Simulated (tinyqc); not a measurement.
Towards Landau levels: square lattice in a magnetic field (Harper-Hofstadter model).

Landau gauge, lattice period 1: the magnetic cell has q sites j = 0 to q - 1 along x. H_jj = -2 ty cos(ky + 2 pi p j/q), H_(j,j+1) = -tx, and the bond from q - 1 back to 0 is H_(q-1,0) = -tx exp(i q kx). The levels depend on k only through cos(q kx) and cos(q ky), so the band edges lie at (0, 0) and (pi/q, pi/q).

Inputs chosen for the exercise: tx = 0.9 meV (hopping along x); ty = 1.3 meV (hopping along y).

Flux 1/Q. Near the bottom of the band the mass gives hbar wc = 4 pi sqrt(tx ty)/Q and E_0 = -2 (tx + ty) + hbar wc/2. For each Q, p = 1 and q = Q.

Lowest band (meV):
```
Q    centre     width      E_0  spacing to band 2  hbar wc
3   -2.6336     0.867  -2.1346             2.6336   4.5309
4   -3.0224     0.280  -2.7009             2.3723   3.3982
5   -3.2525    0.0940  -3.0407             1.9477   2.7185
6   -3.4150    0.0320  -3.2673             1.6961   2.2654
8   -3.6337   0.00384  -3.5505             1.3713   1.6991
12  -3.8708  6.00e-05  -3.8336             0.9864   1.1327
20  -4.0736  1.70e-08  -4.0602             0.6265   0.6796
```

How do the results move, and what explains it?

The width falls from 0.867 to 1.7e-08 meV, by a factor 2.78 for each unit of Q at the end, so the band turns into a flat level. Its centre lies -0.499 meV from E_0 at Q = 3 and -0.013 meV at Q = 20; the spacing reaches 92 % of hbar wc, the shortfall coming from the non-parabolic band.

Program tinyqc; command `OMP_NUM_THREADS=1 python tinyqc.py 1281639 1281640 out.jsonl`; about 0.02 s on one thread of a shared Intel(R) Xeon(R) Processor @ 2.30GHz.
